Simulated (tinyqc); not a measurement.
From results back to parameters: deformation-potential model of the X valleys of a conduction band. Three cases, with inputs chosen for the exercise.

Problem. A uniaxial tension X1 along [100] acts on valleys along x, y, z, with shifts dE = Xd tr(e) + Xu a.e.a and Boltzmann shares. The ratio of the share of the y valleys to that of the x valleys is given.

s11 = (C11 + C12)/((C11 - C12)(C11 + 2 C12)), s12 = -C12/((C11 - C12)(C11 + 2 C12)), s44 = 1/C44; exx = s11 sxx + s12 (syy + szz) and cyclic, exy = s44 sxy/2; tension is positive. A uniaxial stress X along the unit vector n is s_ij = X n_i n_j.

Constants: kB = 8.617333262e-05 eV/K.

Case 1.

Values chosen (near those of GaP; not measured data): C11 = 140.5 GPa; C12 = 61.5 GPa; C44 = 69.2 GPa; X1 = 0.8 GPa (size of the stress); T = 300 K (temperature).

n_y/n_x = 13.11241

Case 2.

Values chosen (near those of GaP; not measured data): C11 = 143.7 GPa; C12 = 60.2 GPa; C44 = 69.1 GPa; X1 = 0.7 GPa (size of the stress); T = 300 K (temperature).

n_y/n_x = 8.954166

Case 3.

Values chosen (near those of AlAs; not measured data): C11 = 123 GPa; C12 = 56 GPa; C44 = 51.1 GPa; X1 = 0.5 GPa (size of the stress); T = 400 K (temperature).

n_y/n_x = 3.442602

Find: splitting dE_x - dE_y; Xu.

Solution. The splitting is kT ln(n_y/n_x), and it equals Xu (exx - eyy) = Xu (s11 - s12) X1; Xd drops out.

Case 1.

splitting dE_x - dE_y = 66.53 meV
Xu = 6.57 eV

Case 2.

splitting dE_x - dE_y = 56.67 meV
Xu = 6.76 eV

Case 3.

splitting dE_x - dE_y = 42.61 meV
Xu = 5.71 eV

Computed by tinyqc, one run a case: `OMP_NUM_THREADS=1 python tinyqc.py N N+1 out.jsonl` with N = 1080158, 1080169, 1080332; one thread of a shared Intel(R) Xeon(R) Processor @ 2.30GHz, about 0.05 s a run at most.
